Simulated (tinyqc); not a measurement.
Liquidus of a compound AB in a simple-solution melt, liquid-phase epitaxy and vapour pressures: one step, computed by the program tinyqc. Command: `OMP_NUM_THREADS=1 python tinyqc.py 3027706 3027707 out.jsonl liq35 walk`. One thread of a shared host (Intel(R) Xeon(R) Processor @ 2.30GHz), about 0.04 s of CPU time with the checks.

x is the atom fraction of B in the melt. The melt is a simple solution: R T ln gamma_B = W (1 - x)^2, R T ln gamma_A = W x^2, W = a + b T. The solid AB is stoichiometric.

Question. Slope of the liquidus. Liquidus (Vieland): f(x) = R T ln[4 x (1 - x)] + 2 W (1/2 - x)^2 + S_F (T_F - T) = 0. dx/dT = -(df/dT)/f', df/dT = R ln[4 x (1 - x)] + 2 b (1/2 - x)^2 - S_F, f' = (1 - 2x)[R T/(x (1 - x)) - 2 W]. Concentrations: C_L = x N_A/V_L in the melt, C_S = 4/a0^3 in the solid; m = dT/dC_L.

Inputs (values chosen for the exercise, modelled on GaSb for the melt):

| quantity | value | unit |
|---|---|---|
| entropy of fusion S_F | 68 | J/(mol K) |
| interaction slope b | -24.2 | J/(mol K) |
| saturation temperature T | 745 | K |
| molar volume of the melt V_L | 12.2 | cm^3/mol |
| lattice constant a0 | 6.096 | angstrom |

solubility x = 0.01734293

W = 0.971 kJ/mol

Constants: R = 8.314462618 J/(mol K); N_A = 6.02214076e+23 1/mol; k_B = 8.617333262e-05 eV/K.

Give: dx/dT; C_L; C_S; slope m; apparent heat of solution k_B T^2 d ln x/dT.

Answer.

dx/dT = 2.911e-04 1/K

C_L = 8.561e+20 1/cm^3

C_S = 1.766e+22 1/cm^3

slope m = 6.958e-20 K cm^3

apparent heat of solution k_B T^2 d ln x/dT = 0.8029 eV
